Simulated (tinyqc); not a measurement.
What the thin-film term adds: Deal-Grove kinetics of thermal oxidation of silicon. Computed by tinyqc, a small Python program. Command: `OMP_NUM_THREADS=1 python tinyqc.py 3008803 3008804 out.jsonl oxide walk`. One thread of a shared host (Intel(R) Xeon(R) Processor @ 2.30GHz), about 0.06 s of CPU time with the checks.

Oxidant diffuses through the oxide and reacts at the interface, so that dx/dt = B/(A + 2x) for the oxide thickness x.

Inputs (values chosen for the exercise, close to those used for silicon):

| quantity | value | unit |
|---|---|---|
| prefactor B0 | 705 | um^2/h |
| activation energy E_B | 1.22 | eV |
| prefactor (B/A)0 | 6.27e+06 | um/h |
| activation energy E_A | 2.02 | eV |
| temperature T | 825 | C |
| oxidant pressure p | 5 | atm |
| pressure exponent m of B/A | 0.79 | - |
| initial oxide x_i | 0.1 | um |
| ratio c of the extra rate to B/A | 2.4 | - |
| decay length L | 0.0054 | um |

Ambient: dry oxygen. Surface: (111). Extension: thin-film term.

Constants: k_B = 8.617333262e-05 eV/K.

Method:
- B = B0 p exp(-E_B/(k_B T)), B/A = (B/A)0 p^m exp(-E_A/(k_B T)), p in atm; A = B/(B/A).
- Temperatures in kelvin are T(C) + 273.15.
- tau = (x_i^2 + A x_i)/B and x = (A/2) [sqrt(1 + 4 B (t + tau)/A^2) - 1], the root of x^2 + A x = B (t + tau).
- Thin-film (Massoud) form: dx/dt = B/(A + 2x) + c (B/A) exp(-x/L), integrated from x_i by fourth-order Runge-Kutta in 2000 steps, the i-th of length (2 i - 1) t/2000^2.

length A = 0.739900 um

parabolic constant B = 0.00887504 um^2/h

linear constant B/A = 0.0119949 um/h

Thickness:

| t (h) | Deal-Grove (um) | with the term (um) | difference (nm) |
|---|---|---|---|
| 0.02 | 0.10019 | 0.10019 | 5.1298e-09 |
| 0.05 | 0.10047 | 0.10047 | 1.2492e-08 |
| 0.1 | 0.10094 | 0.10094 | 2.3926e-08 |
| 0.3 | 0.10282 | 0.10282 | 6.0769e-08 |
| 1 | 0.10935 | 0.10935 | 1.2221e-07 |
| 3 | 0.12752 | 0.12752 | 1.4332e-07 |
| 10 | 0.18647 | 0.18647 | 1.2902e-07 |
| 30 | 0.32798 | 0.32798 | 1.0286e-07 |

What follows from these numbers?

The gain reaches at most 1.43e-7 nm among these rows, at 3 h, and then shrinks, because the thicker film grows more slowly once diffusion matters. If the base rate kept its starting value B/(A + 2 x_i), the gain would level off at L ln(1 + c (1 + 2 x_i/A) exp(-x_i/L)) = 1.49e-7 nm.
